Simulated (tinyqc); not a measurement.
Raising U: Hubbard chain of 2 sites, mean field against exact. Computed by the program tinyqc. Collinear unrestricted mean field (the lowest of 40 random starts) against exact diagonalisation.

one-body matrix (hopping and site energies) (eV):
```
,1,2
1,0.3300,-1.5600
2,-1.5600,-0.1600
```

electrons, up and down: 1  1

Exact and mean-field results (eV):
```
U,U/t,E exact,E mean field,mean |n_up - n_down|,"double occupancy, exact",first gap in the sector
0.7800,0.5000,-2.613965,-2.590685,0.0000,0.2239,2.7840
3.1200,2.0000,-1.771442,-1.409224,2.15e-05,0.1405,1.9414
4.6800,3.0000,-1.397716,-0.877934,0.7406,0.1013,1.5677
6.2400,4.0000,-1.127026,-0.613863,0.8643,0.0739,1.2970
9.3600,6.0000,-0.776620,-0.351285,0.9424,0.0422,0.9466
12.4800,8.0000,-0.567492,-0.220567,0.9681,0.0265,0.7375
18.7200,12.0000,-0.336627,-0.090173,0.9860,0.0129,0.5066
31.2000,20.0000,-0.139015,0.013962,0.9950,0.0049,0.3090
```

Estimate the missing row, U = 1.56.

Computed row:
```
U          U/t    E exact  E mean field  mean |n_up - n_down|  double occupancy, exact  first gap in the sector
1.5600  1.0000  -2.288780     -2.195605                0.0000                   0.1933                   2.4588
```

In absolute terms mean field is worst at U/t = 3.0, 0.520 eV too high: at small U it is nearly exact, and at large U it misses only exchange-scale energies. Its local moments set in at U/t = 3.0 of those listed, a broken symmetry that the exact state of a finite cluster with equal spins does not have. Relative to the exact energy its error is 0.9 % at the smallest U, 110 % at most and 110 % at the largest. The double occupancy falls from 0.224 to 0.005.
